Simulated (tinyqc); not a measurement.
## Saddle-point parameters from gate and bias data

Question. In a saddle-point contact at zero temperature mu - V0 = al (Vg - Vp), riser n is centred where this equals wy (n + 1/2), its largest slope is dg/dmu = pi/(2 wx) (neighbouring modes neglected), and in bias spectroscopy neighbouring risers meet at q V = wy. Find al, Vp and wx.

gate voltages at the middle of the first and second risers (V): [-1.7395775, -1.6987324]
largest dg/dVg on a riser = 82.612251 1/V
bias at which two neighbouring risers meet = 5.8 mV

Solution. The bias gives wy, the gate spacing then gives al = wy/(Vg2 - Vg1), and the slope gives wx = al pi/(2 dg/dVg).

lever arm al = 0.142 eV/V
Vp = -1.76 V
wx = 2.70 meV

tinyqc, about 0.03 s, one thread, Intel Xeon 2.30GHz (shared host): `OMP_NUM_THREADS=1 python tinyqc.py 2740018 2740019 out.jsonl`
